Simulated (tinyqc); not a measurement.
Worked calculation: density of states of one tight-binding band on the triangular lattice. Values are carried at full precision from step to step, so a last printed digit may differ when a step is redone from the rounded ones.

E(k) = -2 t (cos 2 pi k1 + cos 2 pi k2 + cos 2 pi (k1 + k2)); k in fractions of the reciprocal vectors, mesh k_i = j/N with j = 0 .. N-1. Densities are per cell and per spin, so the band holds one state.

Values chosen for the exercise: t = 0.91 eV (nearest hopping); N = 4 (mesh points along each axis); bins = 10 (bins of the histogram); E_lo = -5.513 eV (lower end of the histogram); E_hi = 2.817 eV (upper end); E = -4.28 eV (energy at which the density is wanted); sigma = 0.182 eV (Gaussian width).

## Energies on the mesh

Evaluate the band at all 16 points and collect equal values.

Distinct energies:

| E_k (eV) | points |
|---|---|
| -5.4600 | 1 |
| -1.8200 | 6 |
| 1.8200 | 9 |

The 16 points give 3 distinct energies between -5.4600 and 1.8200 eV; a dense mesh gives a band from -5.460 to 2.730 eV.

## Histogram

Count the points in equal bins from E_lo to E_hi; g = count/(all points x bin width).

Histogram:

| from (eV) | to (eV) | points | g (1/eV) |
|---|---|---|---|
| -5.5130 | -4.6800 | 1 | 0.0750 |
| -4.6800 | -3.8470 | 0 | 0.0000 |
| -3.8470 | -3.0140 | 0 | 0.0000 |
| -3.0140 | -2.1810 | 0 | 0.0000 |
| -2.1810 | -1.3480 | 6 | 0.4502 |
| -1.3480 | -0.5150 | 0 | 0.0000 |
| -0.5150 | 0.3180 | 0 | 0.0000 |
| 0.3180 | 1.1510 | 0 | 0.0000 |
| 1.1510 | 1.9840 | 9 | 0.6753 |
| 1.9840 | 2.8170 | 0 | 0.0000 |

Empty bins: 7 of 10; the fullest holds 9 points. Empty bins inside the band come from the coarse mesh, not from gaps.

## Gaussian broadening at one energy

Gaussian broadening: g(E) = mean over the mesh of exp(-(E - E_k)^2/(2 sigma^2))/(sigma sqrt(2 pi)), n(E) = mean of erfc((E_k - E)/(sigma sqrt 2))/2.

Sum over the distinct energies with their counts.

n(E) = 0.0625
g(E) = 0.0000 1/eV

## Sum over all linear triangles

Each cell of the mesh is cut along (i+1, j)-(i, j+1) into two triangles. For corner energies e1 <= e2 <= e3 and eij = ei - ej, the share of the triangle below E is n = (E - e1)^2/(e21 e31) for e1 < E < e2 and n = 1 - (e3 - E)^2/(e31 e32) for e2 < E < e3; its density of states is g = dn/dE.

Average n and g over all pieces of the mesh. The reference uses the same method with N = 240.

n(E) = 0.0197
g(E) = 0.0334 1/eV
reference n(E) = 0.063
reference g(E) = 0.057 1/eV

On this mesh the linear method errs by -0.023 1/eV in g and -0.043 in n; the Gaussian sum erred by -0.057 and -0.001.

## Checks

- States below the top of the band by the linear method against one: both 1.000000.

(tinyqc, `OMP_NUM_THREADS=1 python tinyqc.py 1682570 1682571 out.jsonl`, Intel(R) Xeon(R) Processor @ 2.30GHz, 1 thread, shared host, about 0.09 s.)
